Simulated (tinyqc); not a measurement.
Voltage drop against the resistance from a pad node to the supply.

A grid of 13 by 13 nodes with segments Rx (rows) and Ry (columns); every node draws I1 and the central node kh I1; pads with resistance Rp sit at the nodes whose row and column are multiples of the pitch, counting from 0. The drops u = Vdd - V follow from G u = i, with G the conductance matrix and i the load currents, solved directly. Here the pitch is 3.

Inputs (values chosen for the exercise): supply voltage Vdd = 1 V; resistance of a horizontal segment Rx = 0.5 ohm; resistance of a vertical segment Ry = 0.52 ohm; factor on the load at the hot node kh = 8; load current of a node in the large grid I1 = 0.44 mA.

Results:
```
Rp (ohm)	pads	worst drop (mV)	mean drop (mV)	largest drop at a pad (mV)	largest pad current (mA)	worst drop over Vdd (%)
0.015	25	0.62422	0.43992	0.10207	6.8048	0.062422
0.03	25	0.69230	0.48932	0.19884	6.6279	0.069230
0.06	25	0.82391	0.58762	0.37955	6.3258	0.082391
0.12	25	1.0732	0.78265	0.70384	5.8653	0.10732
0.24	25	1.5359	1.1682	1.2642	5.2675	0.15359
0.96	25	3.9809	3.4341	3.9061	4.0688	0.39809
```

Estimate the missing row, Rp = 0.48 ohm.

Computed row:
```
Rp (ohm)	pads	worst drop (mV)	mean drop (mV)	largest drop at a pad (mV)	largest pad current (mA)	worst drop over Vdd (%)
0.48	25	2.3883	1.9293	2.2215	4.6280	0.23883
```

With this row back in the table: The worst drop rises from 0.624 to 3.98 mV and the mean drop rises from 0.440 to 3.43 mV. The worst drop goes as Rp^(0.15) between the first two rows and Rp^(0.74) between the last two. The central node is itself a pad.

tinyqc, about 0.08 s, one thread, Intel Xeon 2.30GHz (shared host): `OMP_NUM_THREADS=1 python tinyqc.py 2770105 2770106 out.jsonl`
